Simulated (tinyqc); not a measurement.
Inside a calculation. Model: Cabrera-Mott growth of a thin oxide under its own electric field. Computed by tinyqc, a small Python program that keeps every step. Command: `OMP_NUM_THREADS=1 python tinyqc.py 3023773 3023774 out.jsonl cabrera walk`. One thread of a shared host (Intel(R) Xeon(R) Processor @ 2.30GHz), about 0.02 s of CPU time with the checks. Intermediate numbers are printed to about 5 digits and carried at full precision; extremes and crossings named in words are read from the listed rows.

Electrons cross the film freely and set a fixed potential V across it; the field V/x lowers the barrier for ions entering the oxide.

Inputs (values chosen for the exercise, for a model metal):

| quantity | value | unit |
|---|---|---|
| barrier W | 1.79 | eV |
| Mott potential V | 1.8 | V |
| ion charge number z | 1 | - |
| half jump distance b | 2.1 | angstrom |
| prefactor u0 = N Omega nu | 2.4e+13 | angstrom/s |
| temperature T | 400 | K |
| starting thickness x0 | 5.2 | angstrom |
| time t | 2100 | s |

Backward hops: kept.

Constants: k_B = 8.617333262e-05 eV/K.

## Scales

u = u0 exp(-W/(k_B T)), X1 = z b V/(k_B T) with V in volts and k_B T in eV; dx/dt = 2 u sinh(X1/x).

u = 6.7174e-10 angstrom/s

X1 = 109.66 angstrom

## Field and rate at the start

Field E = V/x; the barrier is lowered by z b V/x.

field = 34.615 MV/cm

barrier lowering = 0.72692 eV

rate = 0.96835 angstrom/s

## Thickness after time t

t(x) = int_(x0)^x dx / (dx/dt) by Gauss-Legendre quadrature (80 points on each side of (x0 + 2 x)/3), solved for x.

thickness x = 8.4905 angstrom

rate at time t = 2.7324e-04 angstrom/s

field at time t = 21.200 MV/cm

X1/x = 12.9: the field term still rules. Caution: the starting field or rate is formal: the first layers form as fast as oxygen arrives.

## Limiting thickness

Growth counts as stopped when u exp(X1/x) falls to 1e-5 angstrom/s: x_L = X1/ln(1e-5/u), defined while u is below that rate; the critical temperature is T_c = W/(k_B ln(u0/1e-5)).

limiting thickness x_L = 11.413 angstrom

critical temperature T_c = 490.81 K

T is below T_c, so the rate is below that level in any film thicker than x_L; growth goes on there, ever more slowly.

## Growth over eight decades

Closed form for thin films (leading term of the integral): x solves (x^2/(u X1)) exp(-X1/x) = t.

Thickness:

| t (s) | x (angstrom) | 1/x (1/angstrom) | closed form (angstrom) |
|---|---|---|---|
| 1.00e+00 | 5.604 | 0.17844 | 5.527 |
| 1.00e+01 | 6.214 | 0.16094 | 6.174 |
| 1.00e+02 | 7.029 | 0.14227 | 6.982 |
| 1.00e+03 | 8.084 | 0.12370 | 8.017 |
| 1.00e+04 | 9.484 | 0.10544 | 9.380 |
| 1.00e+05 | 11.417 | 0.08759 | 11.246 |
| 1.00e+06 | 14.230 | 0.07028 | 13.924 |
| 1.00e+07 | 18.621 | 0.05370 | 18.013 |
| 1.00e+08 | 26.189 | 0.03818 | 24.789 |

Per decade of time the film gains 0.61 angstrom at first and 7.6 at the end. The inverse-logarithmic law predicts -X1 d(1/x)/d ln t near 1; the rows give 0.83 at first and 0.74 at the end. The closed form misses by at most 5.3 %, as it needs x well below X1 and above x0.

Checks made by the program: quadrature against adaptive integration (relative difference below 1e-10).
